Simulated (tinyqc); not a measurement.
Schottky diode by thermionic emission with image-force lowering and series resistance: a Richardson plot.

Metal on an n-type semiconductor with one parabolic valley; V > 0 is forward bias (metal positive). I = I0 [exp(Vj/(n Vt)) - 1] with Vj = V - I Rs; I0 = S A* T^2 exp(-(phi - dphi)/Vt), the lowering dphi taken at zero bias.

A* = 4 pi q me m0 kB^2/h^3 (times 1e-4 for A/(cm^2 K^2)); Nc = 2 (2 pi me m0 kB T/h^2)^1.5 (times 1e-6 for cm^-3); xi = Vt ln(Nc/Nd), Vbi = phi - xi; surface field Em = sqrt(2 q Nd (Vbi - V - Vt)/(eps0 eps_r)); dphi = sqrt(q Em/(4 pi eps0 eps_r)). Here V = 0 in Em; phi is held fixed.

Parameters, values chosen for the exercise; band and dielectric values close to those of gallium arsenide: electron mass me = 0.0661 m0; relative permittivity eps_r = 12.7; barrier height seen from the metal phi = 0.62 eV; donor density Nd = 1.2e15 cm^-3; area S = 2.6e-5 cm^2.

Constants: q = 1.602176634e-19 C, kB = 1.380649e-23 J/K, h = 6.62607015e-34 J s, m0 = 9.1093837015e-31 kg, Vt = kB T/q, eps0 = 8.8541878128e-14 F/cm where lengths are in cm. Results are converted to the units shown.

A Richardson plot:
```
T (K),dphi (meV),I0 (A),ln(I0/(S T^2)),1/Vt (1/V)
200,12.249,4.0030e-15,-33.191,58.023
240,12.082,2.0403e-12,-27.322,48.352
280,11.903,1.8367e-10,-23.130,41.445
320,11.711,5.5609e-9,-19.987,36.264
360,11.503,8.1097e-8,-17.542,32.235
400,11.280,7.0723e-7,-15.587,29.011
450,10.974,6.3185e-6,-13.633,25.788
```

I0 grows by 9.20 decades. The line through the end rows has the slope -0.6067 eV and the intercept ln(7.49 A/(cm^2 K^2)), against phi = 0.62 eV and A* = 7.94. The difference comes from the lowering: dphi falls from 12.2 to 11.0 meV.

Program tinyqc, `OMP_NUM_THREADS=1 python tinyqc.py 2640087 2640088 out.jsonl`; Intel Xeon 2.30GHz, shared host, one thread, about 0.01 s.
